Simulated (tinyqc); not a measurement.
Worked calculation: CIS on RHF in the 3-21g basis, for H3+, spin multiplicity 1. One step of it, computed by the program tinyqc.

Problem. CIS singlet states. Diagonalise A (1 hartree = 27.211386 eV); each vector has its largest component positive (the first on a tie). The transition dipole is mu = sqrt2 sum c_ia <i|r|a>.

CIS matrix A, singlet (hartree):
```
,1>2,1>3,1>4,1>5,1>6
1>2,0.626183,0.000000,-0.000031,-0.003520,-0.000002
1>3,0.000000,0.647677,0.002632,-0.000002,-0.003137
1>4,-0.000031,0.002632,1.343132,-0.000005,0.000319
1>5,-0.003520,-0.000002,-0.000005,1.548661,0.000000
1>6,-0.000002,-0.003137,0.000319,0.000000,1.590049
```

dipole integrals <i|r|a> (bohr):
```
,x,y,z
1>2,0.000000,0.874681,-0.543793
1>3,0.000000,-0.528542,-0.850202
1>4,0.000000,0.007718,0.012116
1>5,0.000000,-0.027994,0.017405
1>6,0.000000,0.027023,0.043486
```

Give: singlet excitation energies; lowest vectors; oscillator strengths 2/3 w |mu|^2.

Solution.

singlet excitation energies (eV): 17.0389  17.6236  36.5487  42.1416  43.2677

lowest vectors:
```
,state 1,state 2,state 3,state 4,state 5
1>2,1.0000,0.0000,0.0000,-0.0038,0.0000
1>3,0.0000,1.0000,0.0038,0.0000,-0.0033
1>4,0.0000,-0.0038,1.0000,0.0000,0.0013
1>5,0.0038,0.0000,0.0000,1.0000,0.0000
1>6,0.0000,0.0033,-0.0012,0.0000,1.0000
```

oscillator strengths 2/3 w |mu|^2: 0.8854  0.8652  0.0002  0.0028  0.0063
